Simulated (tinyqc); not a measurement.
Mean barrier and spread from two temperatures.

Problem. For a Gaussian spread of Schottky barriers the apparent height is phi_ap = phi - sg^2/(2 Vt), Vt = kB T/q. Find sg and phi.

Constants: q = 1.602176634e-19 C, kB = 1.380649e-23 J/K. Results are converted to the units shown.

phi_ap(0) at 200 and 300 K (eV): [1.1535819, 1.1690546]

Solution. phi_ap is linear in 1/(2 Vt) with slope -sg^2 and intercept phi.

sg = 0.0400 eV
phi = 1.20 eV

tinyqc, about 0.01 s, one thread, Intel Xeon 2.30GHz (shared host): `OMP_NUM_THREADS=1 python tinyqc.py 2640006 2640007 out.jsonl`
